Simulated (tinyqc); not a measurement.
Scaling the whole coupling: critical temperature from a phonon spectrum: McMillan, Allen-Dynes and the linearised Eliashberg equation. Computed by tinyqc, a small Python program. Command: `OMP_NUM_THREADS=1 python tinyqc.py 3001825 3001826 out.jsonl eliashberg walk`. One thread of a shared host (Intel(R) Xeon(R) Processor @ 2.30GHz), about 0.01 s of CPU time with the checks.

alpha^2 F(omega) = sum_i (lambda_i omega_i/2) delta(omega - omega_i), so that lambda = 2 int alpha^2 F/omega d omega = sum_i lambda_i.

Inputs (values chosen for the exercise, for a model metal):
```
quantity,value,unit
peak energy omega_1,11,meV
coupling lambda_1,0.867,-
peak energy omega_2,22.3,meV
coupling lambda_2,1.42,-
Coulomb pseudopotential mu*,0.1,-
```

Peaks in alpha^2 F: two.

Constants: k_B = 8.617333262e-05 eV/K.

Method:
- omega_log = exp(sum lambda_i ln omega_i / lambda); omega_rms = sqrt(sum lambda_i omega_i^2 / lambda).
- McMillan form: k_B T_c = (omega_log/1.2) exp[-1.04 (1 + lambda)/(lambda - mu* (1 + 0.62 lambda))]. Allen-Dynes multiplies it by f1 f2: f1 = [1 + (lambda/L1)^(3/2)]^(1/3), L1 = 2.46 (1 + 3.8 mu*); f2 = 1 + (omega_rms/omega_log - 1) lambda^2/(lambda^2 + L2^2), L2 = 1.82 (1 + 6.3 mu*) omega_rms/omega_log.
- Linearised Eliashberg equation at omega_n = (2n + 1) pi k_B T, n = 0..N-1: lambda(j) = sum_i lambda_i omega_i^2/(omega_i^2 + (2 pi j k_B T)^2); K_mn = lambda(m - n) + lambda(m + n + 1) - 2 mu*(N) - delta_mn [2m + 1 + lambda(0) + 2 sum_(j=1..m) lambda(j)], with 1/mu*(N) = 1/mu* + ln(omega_rms/omega_N), omega_N = (2N + 1) pi k_B T. T_c is where the largest eigenvalue rho of K is zero.
- N is the smallest integer at or above 8 omega_max/(2 pi k_B T_AD), omega_max the highest peak and T_AD the Allen-Dynes value.
- All lambda_i are multiplied by s. The last column is the large-lambda limit for mu* = 0, k_B T_c = 0.1827 omega_rms sqrt(lambda).

lambda = 2.287

omega_rms = 18.8319 meV

omega_log = 17.0590 meV

T_c (K):
```
s,lambda,McMillan,Allen-Dynes,Eliashberg,large-lambda limit
0.6,1.3722,20.647,22.628,22.213,46.77
0.8,1.8296,26.707,30.583,30.517,54.01
1.0,2.2870,31.009,37.133,37.524,60.38
1.3,2.9731,35.480,45.350,46.385,68.84
1.7,3.8879,39.351,54.501,56.281,78.73
2.3,5.2601,42.903,65.979,68.792,91.57
3.2,7.3184,45.919,80.279,83.927,108.01
```

What does the comparison show, and why?

McMillan/Eliashberg runs from 0.93 at lambda = 1.37 to 0.55 at 7.32: the exponential form levels off at large lambda, while the true T_c keeps rising (exponent 0.60 between the last rows, tending to 1/2). Allen-Dynes stays within about 4 % over the table. The last row reaches 78 % of the mu* = 0 limit; with mu* above zero T_c stays below that line at any lambda.

Extremes, crossings and ranges named in words are read from the listed rows.
